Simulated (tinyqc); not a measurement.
Effective mass of the conduction band from tabulated energies: one step. Least squares over all points. Four cases, with inputs chosen for the exercise.

Task: Fit E = a k^2 (a = sum k^2 E/sum k^4), then E = a k^2 + b k^4 from the normal equations; E in eV; m = c/a.

c = hbar^2/2m0.
Constants: hbar^2/2m0 = 3.80998211 eV angstrom^2.

Give: sums of k^4, k^6, k^8; sums of k^2 E, k^4 E; a, one term; a and b, two terms; m, one and two terms.

Case 1.

Energies along [110], from the band edge:
```
k (1/angstrom)    E (meV)
0.0000000        0.000000
0.0015000        0.624200
0.0030000        2.478600
0.0045000        5.511600
0.0060000        9.644600
0.0075000       14.781800
0.0090000       20.819000
0.0105000       27.652000
0.0120000       35.181700
```

reference mass (curvature of the model at k = 0.0001 1/angstrom) = 0.0137002 m0

Result:

sums of k^4, k^6, k^8: [4.4408e-08, 5.0912e-12, 6.3264e-16]

sums of k^2 E, k^4 E: [1.1115e-05, 1.2640e-09]

a, one term = 250.29 eV angstrom^2

a and b, two terms: [274.5, -2.110e+05]

m, one and two terms (m0): [0.01522, 0.01388]

The parabola over all points errs by +11.1 % because the weights k^4 favour the outer points; the second term brings the error to +1.3 %.

Case 2.

Energies along [110], from the band edge:
```
k (1/angstrom)    E (meV)
0.0000000        0.000000
0.0013000        0.483200
0.0026000        1.921900
0.0039000        4.284500
0.0052000        7.522500
0.0065000       11.574600
0.0078000       16.372600
0.0091000       21.845500
0.0104000       27.923500
```

reference mass (curvature of the model at k = 0.0001 1/angstrom) = 0.0133002 m0

Result:

sums of k^4, k^6, k^8: [2.5054e-08, 2.1574e-12, 2.0136e-16]

sums of k^2 E, k^4 E: [6.5968e-06, 5.6432e-10]

a, one term = 263.30 eV angstrom^2

a and b, two terms: [284.0, -2.400e+05]

m, one and two terms (m0): [0.01447, 0.01342]

The parabola over all points errs by +8.8 % because the weights k^4 favour the outer points; the second term brings the error to +0.9 %.

Case 3.

Energies along [110], from the band edge:
```
k (1/angstrom)    E (meV)
0.0000000        0.000000
0.0016000        0.725800
0.0032000        2.879200
0.0048000        6.391800
0.0064000       11.161600
0.0080000       17.066300
0.0096000       23.976300
0.0112000       31.764900
0.0128000       40.314900
```

reference mass (curvature of the model at k = 0.0001 1/angstrom) = 0.0134001 m0

Result:

sums of k^4, k^6, k^8: [5.7488e-08, 7.4988e-12, 1.0602e-15]

sums of k^2 E, k^4 E: [1.4527e-05, 1.8780e-09]

a, one term = 252.70 eV angstrom^2

a and b, two terms: [279.7, -2.070e+05]

m, one and two terms (m0): [0.01508, 0.01362]

The parabola over all points errs by +12.5 % because the weights k^4 favour the outer points; the second term brings the error to +1.7 %.

Case 4.

Energies along [110], from the band edge:
```
k (1/angstrom)    E (meV)
0.0000000        0.000000
0.0011000        0.338500
0.0022000        1.348600
0.0033000        3.014300
0.0044000        5.310300
0.0055000        8.204100
0.0066000       11.657800
0.0077000       15.630300
0.0088000       20.079400
```

reference mass (curvature of the model at k = 0.0001 1/angstrom) = 0.0136002 m0

Result:

sums of k^4, k^6, k^8: [1.2843e-08, 7.9182e-13, 5.2914e-17]

sums of k^2 E, k^4 E: [3.3802e-06, 2.0737e-10]

a, one term = 263.19 eV angstrom^2

a and b, two terms: [278.8, -2.529e+05]

m, one and two terms (m0): [0.01448, 0.01367]

The parabola over all points errs by +6.4 % because the weights k^4 favour the outer points; the second term brings the error to +0.5 %.

Computed by tinyqc, one run a case: `OMP_NUM_THREADS=1 python tinyqc.py N N+1 out.jsonl` with N = 1850029, 1850701, 1850705, 1850755; one thread of a shared Intel(R) Xeon(R) Processor @ 2.30GHz, about 0.01 s a run at most.
